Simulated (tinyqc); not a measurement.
Comparisons within one model: two electrons on one impurity (helium-like model). A value that a table varies takes the place of the one given here.

Units Ha* = 2 Ry m/eps^2 and a* = a0 eps/m. One electron is bound by Z^2/2. Two electrons in the singlet built from exp(-a r) and exp(-b r): S = 8 (ab)^(3/2)/(a + b)^3, h_aa = a^2/2 - Z a, h_bb alike, h_ab = S (ab/2 - Z (a + b)/2), J = ab (a^2 + 3ab + b^2)/(a + b)^3, K = 20 (ab)^3/(a + b)^5, E = (h_aa + h_bb + 2 S h_ab + J + K)/(1 + S^2). For a = b this is a^2 - 2 Z a + 5a/8. Real double donors are deeper, since the central cell is left out.

Constants: e^2/(4 pi eps0) = 14.39964547 eV angstrom.

Inputs chosen for the exercise (near those of impurities in Ge; shifted at random, so the results belong to these values and not to a real crystal):

| symbol | value | unit | meaning |
|---|---|---|---|
| m | 0.177 | m0 | one mean mass |
| eps | 15.7 |  | dielectric constant |
| Zs | (0.99, 1.06, 1.24, 1.47, 1.97, 2.55, 3.79) |  | charges |
| a_lat | 5.658 | angstrom | lattice constant |
| Eg | 0.737 | eV | gap |
| ED | 12.8 | meV | donor binding |
| EA | 10.3 | meV | acceptor binding |
| W0 | 1.2 | x 1e7/s | rate at zero distance |
| kind | opposite |  | sublattices of donor and acceptor |
| shells | (287, 420, 598, 788, 1461, 1856, 2881) |  | shell numbers |

## Effective charge

Ha* = 19.5400 meV

Binding of the first electron, of the second (-E - Z^2/2) with equal and with unequal orbitals, and U, the first less the second (unequal).

Results (meV):

| Z | first | second, equal | second, unequal | a/b | U | U/(Z Ha*) |
|---|---|---|---|---|---|---|
| 0.99 | 9.6 | -0.61 | 0.20 | 3.79 | 9.4 | 0.485 |
| 1.06 | 11.0 | -0.06 | 0.68 | 3.19 | 10.3 | 0.497 |
| 1.24 | 15.0 | 1.79 | 2.44 | 2.55 | 12.6 | 0.519 |
| 1.47 | 21.1 | 5.07 | 5.67 | 2.19 | 15.4 | 0.538 |
| 1.97 | 37.9 | 15.77 | 16.32 | 1.85 | 21.6 | 0.561 |
| 2.55 | 63.5 | 34.30 | 34.82 | 1.67 | 28.7 | 0.576 |
| 3.79 | 140.3 | 95.96 | 96.46 | 1.49 | 43.9 | 0.593 |

What does this show, and why?

Equal orbitals bind a second electron only above Z = (5/16)/(1 - 1/sqrt2) = 1.067; unequal ones do so in 7 of the 7 rows. Their gain is 0.80 meV in the first row and 0.50 in the last, while the second binding grows to 96 meV, so the gain decides the matter only near Z = 1. U grows almost linearly with Z: U/(Z Ha*) goes from 0.485 to 0.593, towards 5/8, while the first binding grows as Z^2. Angular correlation is left out: at Z = 1 this function binds the second electron by 0.0133 Ha*, half the exact 0.0278.

## Pair lines (donor-acceptor pair recombination)

h nu = Eg - ED - EA + q/(eps R), q = e^2/(4 pi eps0); shell j lies at R = a_lat sqrt(j/2) for the same sublattice and a_lat sqrt(j/2 - 5/16) for opposite ones (on the same sublattice shells 14, 30, 46, 56, 62, ... are empty, where 2j has the form 4^a (8b + 7)); rate W = W0 exp(-2R/aD) with the donor radius aD = q/(2 eps ED). Polarisation and overlap terms, which matter for close pairs, are left out.

Energy, rate and lifetime for each shell.

Lines:

| shell | R (angstrom) | Coulomb (meV) | h nu (eV) | step to the next shell (meV) | 1/W (microsecond) |
|---|---|---|---|---|---|
| 287 | 67.70 | 13.5 | 0.7274 | 0.024 | 3.65 |
| 420 | 81.93 | 11.2 | 0.7251 | 0.013 | 8.08 |
| 598 | 97.78 | 9.4 | 0.7233 | 0.0078 | 19.6 |
| 788 | 112.26 | 8.2 | 0.7221 | 0.0052 | 43.9 |
| 1461 | 152.89 | 6.0 | 0.7199 | 0.0021 | 424 |
| 1856 | 172.33 | 5.3 | 0.7192 | 0.0014 | 1.26e+03 |
| 2881 | 214.72 | 4.3 | 0.7182 | 0.00074 | 1.34e+04 |

limit for distant pairs = 0.7139 eV
aD = 35.8 angstrom

What can be read from the table?

The lines crowd together, on average as R^-3: the step falls from 0.024 to 0.00074 meV, so distant pairs merge into a band. Close pairs emit higher and 3.67e+03 times faster over this table, so the band shifts to lower energy with delay and to higher energy with stronger pumping. All these lines lie below Eg, and R/aD runs from 1.9 up.

Run: tinyqc, `OMP_NUM_THREADS=1 python tinyqc.py 1282096 1282097 out.jsonl`; Intel(R) Xeon(R) Processor @ 2.30GHz, one thread, shared host; about 0.07 s of CPU time with all checks.
